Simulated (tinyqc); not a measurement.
What each integral does: Slater-Koster d bands of a bcc metal.

Inputs chosen for the exercise (of the size met in Ta; not measured data): dds = -1.34 eV (dd sigma); ddp = 0.831 eV (dd pi); ddd = -0.201 eV (dd delta); f2 = 0.49 (factor on all three integrals for second neighbours).

Levels at Gamma, E(t2g) = (8/3) dds + (16/9) ddp + (32/9) ddd + f2 (4 ddp + 2 ddd), E(eg) = (16/3) ddp + (8/3) ddd + f2 (3 dds + 3 ddd), and W = sqrt(12 mu2), the width of a rectangular band with the same second moment mu2 = z (dds^2 + 2 ddp^2 + 2 ddd^2)/5, z = 8 + 6 f2^2.

Results for these values:
```
case  t2g (eV)  eg (eV)  W (eV)
base   -1.3789   1.6307  8.5911
```

What happens to each result for dds = -1.139 eV, all else kept?

Answer: t2g rises from -1.3789 to -0.8429; eg rises from 1.6307 to 1.9262; W falls from 8.5911 to 7.9068.

The same for each parameter in turn:
```
case              t2g (eV)  eg (eV)  W (eV)
base               -1.3789   1.6307  8.5911
dds = -1.139 eV    -0.8429   1.9262  7.9068
ddp = 0.7063 eV    -1.8450   0.9657  8.0697
ddd = -0.2311 eV   -1.5154   1.5062  8.6253
f2 = 0.4165        -1.5937   1.9705  8.4072
```

The ratio of the shifts of t2g and eg names the integral: it is the ratio of the coefficients in the two formulas.

Computed by tinyqc, a small Python program: `OMP_NUM_THREADS=1 python tinyqc.py 1482491 1482492 out.jsonl` (the numbers bound the seed that draws the inputs); one thread of a shared host (Intel(R) Xeon(R) Processor @ 2.30GHz), about 0.06 s for the whole set of steps.
